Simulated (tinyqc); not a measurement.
## Double-gate transistor, scale length and short-channel effects: effect of the drain voltage

A body of thickness ts between two insulators of thickness ti and two tied gates. Below threshold the potential that source and drain add obeys Laplace's equation and vanishes on the gate. Its lowest mode decays along the channel as exp(-k y); k is the smallest positive root of the matching condition at the interface, and the scale length is Lambda = pi/k.

k is the smallest positive root of f(k) = ei cos(k ti) cos(k ts/2) - eps_r sin(k ti) sin(k ts/2). Along the channel psi(y) = s + a exp(y/l) + b exp(-y/l) with psi(0) = Vbi, psi(L) = Vbi + Vds and l = 1/k = Lambda/pi; with A = Vbi - s, B = A + Vds, x = exp(-L/l): a = (B - A x) x/(1 - x^2), b = (A - B x)/(1 - x^2). The minimum is s + 2 sqrt(a b), at y = (l/2) ln(b/a). The long-channel potential follows the gate as s = sT + (Vg - VTL)/m, and the threshold VT is the gate voltage at which the minimum equals sT. Swing = m Vt ln 10/g at threshold, g = d(minimum)/ds = 1 - (b x + a)/((1 + x) sqrt(a b)). DIBL = [VT(0.05 V) - VT(Vds)]/(Vds - 0.05 V). sT and Vbi are held fixed; m = 1.

Inputs (values chosen for the exercise); permittivities: semiconductor close to that of silicon, insulator close to that of hafnium oxide:
```
symbol  value  unit                                     meaning
T         325     K                                 temperature
eps_r    11.7        relative permittivity of the semiconductor
ei       21.2            relative permittivity of the insulator
ti        9.6    nm                         insulator thickness
ts       10.3    nm                              body thickness
L          39    nm                              channel length
Vbi      0.89     V                     potential of the source
sT       0.68     V   potential of the barrier top at threshold
```

Constants: q = 1.602176634e-19 C, kB = 1.380649e-23 J/K, Vt = kB T/q. Results are converted to the units shown.

The same in every row: Lambda (nm) = 25.465; L/Lambda = 1.5315.

Results:
```
Vds (V)  VT - VTL at Vds (mV)  DIBL (mV/V)  swing (mV/decade)
0.2                   -64.503       90.197             79.216
0.35                  -76.135       83.874             80.005
0.65                  -96.265       75.487             81.629
0.8                   -105.32       72.466             82.411
0.95                  -113.91       69.927             83.167
1.1                   -122.11       67.749             83.895
```

Estimate the missing row, Vds = 0.5 V.

Computed row:
```
Vds (V)  VT - VTL at Vds (mV)  DIBL (mV/V)  swing (mV/decade)
0.5                   -86.604       79.180             80.823
```

With this row back in the table: As Vds goes from 0.2 to 1.1 V, Lambda stays at 25.5 nm, DIBL falls from 90.2 to 67.7 mV/V and the swing rises from 79.2 to 83.9 mV a decade.

Computed by the program tinyqc: `OMP_NUM_THREADS=1 python tinyqc.py 2420104 2420105 out.jsonl`, one thread of a shared Intel Xeon 2.30GHz, about 0.01 s for the whole run.
